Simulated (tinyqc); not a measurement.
Inside a calculation: bond unit of a tetrahedral oxide and its oxygen vacancy in tight binding. Values are carried at full precision from step to step, so a last printed digit may differ when a step is redone from the rounded ones.

Two sp3 hybrids h1, h2 at eh = (es + 3 ep)/4 point at one oxygen with orbitals s, px, py, pz; x joins the two cations, z bisects the angle phi, and th = (180 - phi)/2. With u = hbar^2/(m d^2) = 2c/d^2, c = hbar^2/2m0: Vhs = -(1.32 + sqrt3 x 1.42) u/2 and Vhp = (1.42 + sqrt3 x 2.22) u/2. <h|s> = Vhs for both; <h1|px> = Vhp cos(th), <h2|px> = -Vhp cos(th); <h|pz> = Vhp sin(th) for both; py is a lone pair. The unit holds 8 electrons. Coupling between units, which widens the levels into bands, is left out.

Constants: hbar^2/2m0 = 3.80998211 eV angstrom^2.

Values chosen for the exercise (near tabulated values for SiO2; shifted at random, so the results belong to these values and not to a real crystal):

| symbol | value | unit | meaning |
|---|---|---|---|
| es | -14.69 | eV | s level of the cation |
| ep | -7.71 | eV | p level of the cation |
| eos | -34.09 | eV | s level of oxygen |
| eop | -16.56 | eV | p level of oxygen |
| d | 1.6 | angstrom | cation-oxygen distance |
| phi | 158 | degrees | bond angle at oxygen |
| R | 2.63 | angstrom | cation-cation distance across the vacancy |

## Level and couplings

Form eh, u, Vhs, Vhp and th.

eh (hybrid level) = -9.4550 eV
u = 2.9765 eV

Vhs, Vhp (eV): -5.6250  7.8360

th = 11.0 degrees

## The matrix

Fill it in.

H (eV):
```
         h1       h2         s        px        py        pz
h1  -9.4550        0   -5.6250    7.6920         0    1.4952
h2        0  -9.4550   -5.6250   -7.6920         0    1.4952
s   -5.6250  -5.6250  -34.0900         0         0         0
px   7.6920  -7.6920         0  -16.5600         0         0
py        0        0         0         0  -16.5600         0
pz   1.4952   1.4952         0         0         0  -16.5600
```

## Levels, weights and charge

Diagonalise; the four lowest levels are filled. The excess of electrons on oxygen is twice the oxygen weight of the filled levels less 6.

levels (eV): -36.4535  -24.4510  -16.9593  -16.5600  -6.6922  -1.5640

weights:
```
    level 1  level 2  level 3  level 4  level 5  level 6
h1    0.041    0.172    0.017    0.000    0.442    0.328
h2    0.041    0.172    0.017    0.000    0.442    0.328
s     0.918    0.000    0.007    0.000    0.075    0.000
px    0.000    0.655    0.000    0.000    0.000    0.345
py    0.000    0.000    0.000    1.000    0.000    0.000
pz    0.001    0.000    0.958    0.000    0.041    0.000
```

highest filled to lowest empty = 9.8678 eV
excess electrons on oxygen = 1.080

The highest filled level is the py orbital of oxygen (100 %) and the lowest empty one is 88 % cation hybrid, even under exchange of the two cations. The spacing is that of an isolated unit and exceeds the gap of the solid.

## The odd block in closed form

The combination (h1 - h2)/sqrt2 couples to px alone, with W2 = sqrt2 Vhp cos(th); W3 = (eh - eop)/2; levels (eh + eop)/2 -/+ sqrt(W2^2 + W3^2); polarity W3/sqrt(W2^2 + W3^2).

W2, W3 (eV): 10.8782  3.5525

levels of the odd block (eV): -24.4510  -1.5640

polarity = 0.3104

## The neutral oxygen vacancy

Without the oxygen the two hybrids face each other at distance R and couple by -V2, V2 = 3.22 x 2c/R^2, c = hbar^2/2m0: a bond at eh - V2 with two electrons and an antibond at eh + V2. Levels are measured from eop, the lone-pair level that stands for the top of the valence band.

Form V2 and the two levels above eop. R is a chosen distance; in real silica the neutral vacancy relaxes to about 2.5 angstrom.

V2 = 3.5473 eV

levels above eop (eV): bond 3.5577, lone hybrid 7.1050, antibond 10.6523

bond-antibond splitting = 7.0946 eV

The filled bond lies 3.56 eV above the lone pairs, so it can trap a hole; the antibond lies above the lowest empty level of the intact unit (9.87 eV). A lone hybrid, as in a dangling bond, sits at 7.10 eV.

## Checks

- Levels of the odd block against the full matrix: they agree to 1e-10 or better.

Run: tinyqc, `OMP_NUM_THREADS=1 python tinyqc.py 1481574 1481575 out.jsonl`; Intel(R) Xeon(R) Processor @ 2.30GHz, one thread, shared host; about 0.01 s of CPU time with all checks.
